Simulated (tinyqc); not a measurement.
States in the gap of a film: thin (001) film in sp3s* tight binding with raised dangling bonds.

Planes alternate anion (a), cation (c) along [001], a/4 apart, starting with an anion; zero in-plane momentum; levels counted from the bulk Ev, the lower root of [[Epa, Vxx], [Vxx, Epc]]; no spin-orbit coupling. Block of s, pz, s*: from an anion to the cation above, Vss/2 (s,s), Vsapc/2 (s,z), -Vscpa/2 (z,s), Vxx/2 (z,z), Vxapc/2 (s*,z), -Vpaxc/2 (z,s*); to the cation below the same with the s-z and s*-z signs reversed. Block of u = (px + py)/sqrt2 and v = (px - py)/sqrt2: to the cation above (Vxx + Vxy)/2 for u and (Vxx - Vxy)/2 for v, to the cation below the reverse. Each surface atom has two dangling sp3 hybrids; raising both by dl adds (dl/2) [[1, t], [t, 1]] to its s, pz levels (t = -1 at the bottom face, +1 at the top) and dl to the one of u, v in whose plane the missing bonds lie (v for a bottom anion or a top cation, u for a top anion).

Inputs chosen for the exercise (out of a larger set: near a published set for Si, fitted to gaps, whose masses and valley positions are rough; not measured data): p = (-4.203, 1.711, -4.203, 1.711, 6.7, 6.7, -8.278, 1.722, 4.571, 5.715, 5.715, 5.375, 5.375) eV (order Esa, Epa, Esc, Epc, Exa, Exc, Vss, Vxx, Vxy, Vsapc, Vscpa, Vxapc, Vpaxc); Nw = 25 (planes in the thicker film).

edges (eV): Gamma 3.44400, Delta 1.18104

Levels between 0 and the lower bulk edge, the largest weight on the two outer planes of both faces among them, and the nearest levels outside, for several shifts dl.

Film of Nw planes:
```
dl (eV)  levels in the gap       at (eV)  surface weight  next above (eV)  next below (eV)
0                        2  0.271, 0.301            0.71           1.2218          -0.0740
1                        2  0.746, 0.752            0.82           1.2237          -0.0720
2                        1         1.180            0.40           1.1812          -0.0707
3                        0             -               -           1.2160          -0.0699
5                        0             -               -           1.2186          -0.0689
10                       0             -               -           1.2194          -0.0678
30                       0             -               -           1.2198          -0.0667
100                      0             -               -           1.2199          -0.0662
```

Can the levels of the bare film be read as confined subbands?

No: with bare surfaces (dl = 0) 2 levels lie in the bulk gap, with up to 71 % of the weight on the four outer planes, two a face, where an even spread gives 16 %; these are dangling-bond states, not subbands. The reruns show the bulk gap clear from dl = 3 eV on, and at dl = 30 eV the next level above lies -0.1 meV from its value at 100 eV.

Computed by tinyqc, a small Python program: `OMP_NUM_THREADS=1 python tinyqc.py 1481861 1481862 out.jsonl` (the numbers bound the seed that draws the inputs); one thread of a shared host (Intel(R) Xeon(R) Processor @ 2.30GHz), about 0.4 s for the whole set of steps.
